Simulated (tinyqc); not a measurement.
Inside a calculation: k.p values derived from sp3s* tight binding at Gamma. Values are carried at full precision from step to step, so a last printed digit may differ when a step is redone from the rounded ones.

At Gamma the states are two-level mixtures: s-like S+ (upper) and S- (lower) from [[Esa, Vss], [Vss, Esc]], p-like P- (valence) and P+ from [[Epa, Vxx], [Vxx, Epc]], and the bare s* levels. With real k in 1/angstrom and kz = 0, the phase sums over the four bonds are g0 = 1 - (a k/4)^2/2, g1 = i a kx/4, g3 = -(a/4)^2 kx ky to second order. Each mixture is written (anion, cation) with the anion part positive. c = hbar^2/2m0. No spin-orbit coupling.

Constants: hbar^2/2m0 = 3.80998211 eV angstrom^2.

Values chosen for the exercise (near a published set for InAs, fitted to gaps, whose masses and valley positions are rough; the results hold for these values, not for the real material): Esa = -9.579 eV (s level of the anion); Esc = -2.71 eV (s level of the cation); Epa = 0.912 eV (p level of the anion); Epc = 3.711 eV (p level of the cation); Vss = -5.613 eV (s-s); Vxx = 1.833 eV (px-px); a = 6.059 angstrom (lattice constant); Vsapc = 3.039 eV (s anion, p cation); Vscpa = 5.445 eV (s cation, p anion); Vxapc = 3.382 eV (s* anion, p cation); Vpaxc = 3.9 eV (p anion, s* cation); Exa = 7.441 eV (s* level of the anion); Exc = 6.768 eV (s* level of the cation); Vxy = 4.451 eV (px-py).

## States at Gamma

Solve the two blocks.

States:
```
state      E (eV)  anion part  cation part
S-     -12.724892   0.8723329    0.4889124
P-       0.005315   0.8963388   -0.4433698
S+       0.435892   0.4889124   -0.8723329
P+       4.617685   0.4433698    0.8963388
```

## Linear terms and the Kane energy

<s state|dH/dkx|x state> = i P with P = (a/4)(sa pc Vsapc + sc pa Vscpa), sa, sc and pa, pc being the parts of the two states; for s* on the anion P = (a/4) pc Vxapc, on the cation (a/4) pa Vpaxc. Ep = P^2/c for S+ to P-.

Couplings:
```
pair       P (eV angstrom)  E(first) - E(second) (eV)
S+ to P-         -7.446872                   0.430577
S+ to P+         -1.172654                  -4.181793
S- to P-          1.834038                 -12.730207
s*a to P-        -2.271332                   7.435685
s*c to P-         5.295144                   6.762685
```

Ep = 14.555 eV

The two terms of S+ to P- have the same sign and add: S+ and P- both change sign from anion to cation. An on-site momentum element between s and p, which real atoms have, is absent from this model.

## Electron mass

m0/m = [<S+|d2H/dkx^2|S+>/2 + sum P^2/(E(S+) - E(P))]/c over P- and P+, with the direct term -(a/4)^2 sa sc Vss.

parts of m0/m: direct -1.442, from P- 33.804, from P+ -0.086

mass = 0.0310 m0

The valence band supplies 105 % of m0/m; the direct term, which stands in for the free-electron 1, is -1.44. Sets of this kind were fitted to gaps and often give too heavy a mass, by up to a factor of two.

## Valence parameters L, M, N and the Luttinger values

Direct terms d0 = -(a/4)^2 pa pc Vxx, dN = -2 (a/4)^2 pa pc Vxy for P-. F = sum P^2/(E(P-) - E(s)) over S+, S-, s*a, s*c. The y state of P- couples to the z state of P+ through Q = (a/4) Vxy (pa p'c - pc p'a), primes for P+, and H1 = Q^2/(E(P-) - E(P+)). L = d0 + F, M = d0 + H1, N = dN + F + H1; g1 = -(L + 2M)/(3c), g2 = -(L - M)/(6c), g3 = -N/(6c).

d0, dN, F, Q, H1 (eV angstrom^2; Q in eV angstrom): 1.6714  8.1172  -133.3700  6.7422  -9.8554

L, M, N (eV angstrom^2): -131.699  -8.184  -135.108

g1, g2, g3: 12.954  5.403  5.910

Along [100] the masses without spin-orbit coupling are c/|L| = 0.029 (one band) and c/|M| = 0.466 (two bands).

## Checks

- Electron mass against a finite difference of the full bands: 0.03098 against 0.03099.
- L and M against finite differences along [100]: largest relative difference 2.9e-04.
- Lowest curvature along [111], (L + 2M + 2N)/3, against a finite difference: -139.43 against -139.39.

Program tinyqc; command `OMP_NUM_THREADS=1 python tinyqc.py 1451168 1451169 out.jsonl`; about 0.01 s on one thread of a shared Intel(R) Xeon(R) Processor @ 2.30GHz.
